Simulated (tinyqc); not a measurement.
Tuning the antireflection layer: standing waves and exposure in a photoresist film.

Normal incidence from air. Unexposed resist: N1 = n1 + i k1 with k1 = (A + B) lam/(4 pi), lam in micrometres. r01 = (1 - N1)/(1 + N1), t01 = 2/(1 + N1). Below the resist lie the layer Na = na + i ka and the substrate Ns = ns + i ks: r12 = (r1a + ras x)/(1 + r1a ras x), x = exp(4 pi i Na da/lam), r1a = (N1 - Na)/(N1 + Na), ras = (Na - Ns)/(Na + Ns). With p = exp(2 pi i N1 d/lam), the field at depth z is E(z) = t01 [exp(2 pi i N1 z/lam) + r12 p^2 exp(-2 pi i N1 z/lam)]/(1 + r01 r12 p^2), the relative intensity I(z) = n1 |E(z)|^2 and the reflectance R = |(r01 + r12 p^2)/(1 + r01 r12 p^2)|^2.

Parameters, chosen for this exercise (a resist on Al, indices near tabulated ones; shifted at random, so the results belong to these values and not to a real crystal): lam = 365 nm (vacuum wavelength); n1 = 1.72 (resist index); A = 0.55 1/micrometre (bleachable absorption (Dill A)); B = 0.04 1/micrometre (fixed absorption (Dill B)); d = 699 nm (resist thickness); ns = 0.413 (substrate n); ks = 4.364 (substrate k); na = 1.737 (n of the bottom antireflection layer); ka = 0.266 (its k).

da takes the values listed; the contrast is (Imax - Imin)/(Imax + Imin) over the lowest period of the resist (60 depths).

Results:
```
da (nm)  |r12|^2  contrast
0         0.8677     0.992
10        0.7868     0.984
20        0.6484     0.967
30        0.4856     0.924
40        0.3386     0.856
50        0.2300     0.769
60        0.1640     0.689
75        0.1300     0.638
110       0.1462     0.637
140       0.0661     0.459
```

Give the missing row, da (nm) = 90.

Computed row:
```
da (nm)  |r12|^2  contrast
90        0.1395     0.660
```

|r12|^2 starts at 0.8677 and is lowest, 0.0661, at 140 nm of those listed, where the contrast is 0.459 against 0.992. The contrast follows 2|r|/(1 + |r|^2), so even |r12|^2 = 0.01 leaves about 0.2. No listed thickness brings |r12|^2 below 0.01.

tinyqc: `OMP_NUM_THREADS=1 python tinyqc.py 1650466 1650467 out.jsonl`; about 0.01 s, one thread, shared Intel(R) Xeon(R) Processor @ 2.30GHz.
